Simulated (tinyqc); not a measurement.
Thermal displacements in the Debye model: Debye-Waller factors, bond-length spread and the Lindemann rule: one step, computed by the program tinyqc. Command: `OMP_NUM_THREADS=1 python tinyqc.py 3010941 3010942 out.jsonl debyewaller walk`. One thread of a shared host (Intel(R) Xeon(R) Processor @ 2.30GHz), about 0.01 s of CPU time with the checks.

A Debye spectrum with three branches of one velocity, cut at k_B Theta; 2 atoms per cube, nearest neighbours at d = 0.866025 a.

Task: Mean-square displacement. <u_x^2> = (3 hbar^2/(2 M k_B Theta)) int_0^1 s coth(s Theta/(2T)) ds (64 Gauss-Legendre points); it tends to 3 hbar^2/(4 M k_B Theta) at T = 0 and to 3 hbar^2 T/(M k_B Theta^2) at high T. B = 8 pi^2 <u_x^2>.

Inputs (values chosen for the exercise, modelled on tungsten): atomic mass M = 183.84 u; Debye temperature Theta = 336 K; temperature T = 300 K.

Structure: bcc.

Constants: hbar^2/u = 4.18015928e-03 eV angstrom^2; k_B = 8.617333262e-05 eV/K.

Give: <u_x^2>; zero-point value; classical value; B factor.

Result:

<u_x^2> = 0.0021759 angstrom^2

zero-point value = 5.8898e-04 angstrom^2

classical value = 0.0021035 angstrom^2

B factor = 0.17180 angstrom^2

The zero-point value is 27.1 % and the classical value 96.7 % of the full result; the two are limits, not parts that add.
